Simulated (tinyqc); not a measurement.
From results back to parameters: Weaire-Thorpe hybrids on a Bethe lattice: gap and dangling bond of an amorphous tetrahedral solid. Five cases, with inputs chosen for the exercise.

Problem. In the Weaire-Thorpe model the two p-like peaks lie at -V2 + V1 and V2 + V1, and the guaranteed gap is 2 V2 - 4 V1. The peak positions come from hidden V1 and V2.

Case 1.

peaks (eV): bonding -8.570, antibonding 12.650

Case 2.

peaks (eV): bonding -2.110, antibonding 5.970

Case 3.

peaks (eV): bonding -2.290, antibonding 6.030

Case 4.

peaks (eV): bonding -2.380, antibonding 6.000

Case 5.

peaks (eV): bonding -8.590, antibonding 12.710

Find: V1, V2; guaranteed gap; lowest possible level -3 V1 - V2.

Solution. The mean of the peaks is V1 and half their distance V2.

Case 1.

V1, V2 (eV): 2.04  10.61

guaranteed gap = 13.06 eV
lowest possible level -3 V1 - V2 = -16.73 eV

Case 2.

V1, V2 (eV): 1.93  4.04

guaranteed gap = 0.36 eV
lowest possible level -3 V1 - V2 = -9.83 eV

Case 3.

V1, V2 (eV): 1.87  4.16

guaranteed gap = 0.84 eV
lowest possible level -3 V1 - V2 = -9.77 eV

Case 4.

V1, V2 (eV): 1.81  4.19

guaranteed gap = 1.14 eV
lowest possible level -3 V1 - V2 = -9.62 eV

Case 5.

V1, V2 (eV): 2.06  10.65

guaranteed gap = 13.06 eV
lowest possible level -3 V1 - V2 = -16.83 eV

Computed by tinyqc, one run a case: `OMP_NUM_THREADS=1 python tinyqc.py N N+1 out.jsonl` with N = 1451734, 1451754, 1451868, 1451949, 1452038; one thread of a shared Intel(R) Xeon(R) Processor @ 2.30GHz, about 0.03 s a run at most.
